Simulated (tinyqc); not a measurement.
Resonant-tunnelling diode, transfer matrices and Tsu-Esaki current: one step of the calculation.

Emitter (band edge 0), barrier d1, well Lw, barrier d2, collector (edge -V). The bias drops linearly over these layers and none in the contacts; each layer is cut into ns equal slices, flat at the value of their centres. E is the energy of motion across the layers, C = hbar^2/(2 m0), psi and psi'/m are continuous. Transport is coherent, T(E) is taken as independent of the transverse momentum, and charge in the well is ignored.

Problem. Slices under bias. U = edge of the layer - V x/Lt at the centre x of each slice, Lt the summed thickness.

Inputs (values chosen for the exercise); masses and offsets of a made-up heterostructure:

| symbol | value | unit | meaning |
|---|---|---|---|
| mw | 0.034 | m0 | mass in the well, spacer and contacts |
| U1 | 1 | eV | barrier height |
| m1 | 0.15 | m0 | barrier mass |
| d1 | 0.8 | nm | emitter barrier |
| Lw | 3.3 | nm | well width |
| d2 | 0.8 | nm | collector barrier |
| ns | 4 |  | slices in each layer |
| V | 0.2 | V | bias of the collector |

Find: U; m; width.

Solution.

```
slice    U (eV)  m (m0)  width (nm)
0       0.99592    0.15     0.20000
1       0.98776    0.15     0.20000
2       0.97959    0.15     0.20000
3       0.97143    0.15     0.20000
4      -0.04949   0.034     0.82500
5      -0.08316   0.034     0.82500
6      -0.11684   0.034     0.82500
7      -0.15051   0.034     0.82500
8       0.82857    0.15     0.20000
9       0.82041    0.15     0.20000
10      0.81224    0.15     0.20000
11      0.80408    0.15     0.20000
```

Numbers from tinyqc (`OMP_NUM_THREADS=1 python tinyqc.py 2600041 2600042 out.jsonl`; about 0.2 s on one thread of a shared Intel Xeon 2.30GHz).
